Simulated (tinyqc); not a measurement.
Input admittance of a MOSFET at zero drain bias: distributed channel and distributed gate: two steps of the calculation.

Source and drain grounded, strong inversion, w = 2 pi f, Cox = eps0 eox/tox. The channel is an RC line of resistance 1/(mu Cox Vo) per square fed from both ends, so one finger has the intrinsic admittance y = i w Cox L tanh(g)/g per width, g = (1/2) sqrt(i w tau), tau = L^2/(mu Vo). The vertical resistance rv/L is in series with y, the overlaps 2 i w Cov in parallel: y_t = 1/(1/y + rv/L) + 2 i w Cov. The gate strip is a line of Rsh/L per length loaded by y_t, so a finger has Y = y_t Wf tanh(k)/k, k = (Wf/sd) sqrt(y_t Rsh/L); the device has Nf Y.

Values chosen for this exercise; values of the order met in silicon radio-frequency transistors:
- eox = 3.9 (relative permittivity of the gate insulator (close to silicon dioxide))
- tox = 4.1 nm (insulator thickness)
- L = 1.9 um (channel length)
- Wf = 1.1 um (finger width)
- Nf = 1 (number of fingers)
- mu = 400 cm^2/(V s) (channel mobility)
- Vo = 0.53 V (gate overdrive)
- Rsh = 18 ohm/square (sheet resistance of the gate)
- rv = 0 ohm um^2 (vertical resistivity of the gate stack)
- sd = 2 (number of ends at which a finger is contacted)
- Cov = 0.26 fF/um (overlap and fringe capacitance on each side)
- f = 1.4 GHz (frequency)

Constants: eps0 = 8.8541878128e-14 F/cm where lengths are in cm. Results are converted to the units shown.

Question 1. Admittance of the channel and stack per width. tau, g, c = Cox L, y and y_t as defined.

Give: tau; g; c; y; y_t.

Answer 1.

tau = 170.3 ps
g = 0.4327+0.4327i
c = 16.00 fF/um
y = 17.2+138.2i uS/um
y_t = 17.2+142.8i uS/um

w tau = 1.50, and Im y is 0.982 of w c.

Question 2. Input impedance of the device. k and Y as defined; Z = 1/(Nf Y) = R + 1/(i w C); Q = |Im Z|/R; signal at the point farthest from a contact |1/cosh k|.

y_t = 17.18076+142.76524i uS/um

Find: k; Nf Y; R; C; Q; signal at the far point.

Answer 2.

k = 0.01519+0.01347i
Nf Y = 0.0189+0.1570i mS
R = 756.2 ohm
C = 18.11 fF
Q = 8.300
signal at the far point = 1.000

Numbers from tinyqc (`OMP_NUM_THREADS=1 python tinyqc.py 2262079 2262080 out.jsonl`; about 0.01 s on one thread of a shared Intel Xeon 2.30GHz).
